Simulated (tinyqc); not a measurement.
Resistance of a source-drain extension with a graded tip: one step of the calculation.

y runs along the channel, the gate covers y > 0. The doping is N0 for y < y0 and N0 10^(-(y - y0)/la) beyond, uniform over the depth xj. Sheet conductance s(y) = q mu(N) max(N - Nch, 0) xj + (for y > 0) ma Cox Vo, with mu(N) = u0 + (u1 - u0)/(1 + (N/Nr)^au) and Cox = eps0 eox/tox. Current is taken as one-dimensional; depletion of the tip, spreading and the contact are left out. The metallurgical junction lies at yj, where N = Nch.

Problem. Sheet resistances and junction position. yj = y0 + la log10(N0/Nch); sheet resistance of the full extension 1/[q mu(N0)(N0 - Nch) xj] and of the gate-induced layer 1/(ma Cox Vo); metallurgical length Lg - 2 yj; ye is where the doped and the gate-induced conductances are equal.

Inputs (values chosen for the exercise); mobility law close to that of electrons in silicon:
```
symbol   value        unit                                                               meaning
eox       21.4              relative permittivity of the gate insulator (close to hafnium oxide)
tox        4.2          nm                                                   insulator thickness
N0      8.3e19       cm^-3                      active doping of the extension far from the gate
la         2.3   nm/decade                                                    lateral abruptness
y0        -0.6          nm        position under the gate where the fall begins (gate edge at 0)
xj           8          nm                                                depth of the extension
Nch     1.1e18       cm^-3                                                        channel doping
Vo        0.48           V                                                        gate overdrive
ma         110  cm^2/(V s)                                    mobility of the gate-induced layer
u1        1414  cm^2/(V s)                                                mobility at low doping
u0        68.5  cm^2/(V s)                                               mobility at high doping
Nr      9.2e16       cm^-3                                                      reference doping
au       0.711                                                                          exponent
Lg          50          nm                                                           gate length
```

Constants: q = 1.602176634e-19 C, eps0 = 8.8541878128e-14 F/cm where lengths are in cm. Results are converted to the units shown.

Find: yj; sheet resistance of the extension; sheet resistance of the induced layer; metallurgical length; ye; N at ye.

Solution.

yj = 3.719 nm
sheet resistance of the extension = 1205 ohm/square
sheet resistance of the induced layer = 4198 ohm/square
metallurgical length = 42.56 nm
ye = 0.8079 nm
N at ye = 2.028e19 cm^-3

The gate takes over 2.91 nm before the junction, where N is still 18.4 times the channel doping.

Computed by the program tinyqc: `OMP_NUM_THREADS=1 python tinyqc.py 2282101 2282102 out.jsonl`, one thread of a shared Intel Xeon 2.30GHz, about 0.03 s for the whole run.
